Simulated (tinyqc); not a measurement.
Gupta-type many-body potential for a metal: one step, computed by the program tinyqc.

E_i = sum_j A exp(-p (r_ij/r0 - 1)) - xi rho_i^gamma, with rho_i = sum_j exp(-2 q (r_ij/r0 - 1)); gamma = 1/2 is the tight-binding second-moment form. The crystal is fcc unless stated; d is the neighbour distance and a fixed number of shells is kept.

Problem. Equilibrium of the fcc crystal. fcc shells: d sqrt(k), k = 1..5, with 12, 6, 24, 12, 24 atoms; Omega = d^3/sqrt2. Equilibrium: dE/dd = 0; B = d^2 E''(d)/(9 Omega).

Inputs (values chosen for the exercise, modelled on platinum):

| quantity | value | unit |
|---|---|---|
| repulsion A | 0.305 | eV |
| hopping xi | 2.71 | eV |
| decay p | 10.4 | - |
| decay q | 4.01 | - |
| reference distance r0 | 2.775 | angstrom |
| shells kept | 1 | - |
| embedding exponent gamma | 0.5 | - |

Constants: 1 eV/angstrom^3 = 160.2176634 GPa.

Give: neighbour distance d; lattice constant; cohesive energy E_c; bulk modulus B.

Solution.

neighbour distance d = 2.780 angstrom

lattice constant = 3.931 angstrom

cohesive energy E_c = 5.728 eV

bulk modulus B = 280.9 GPa
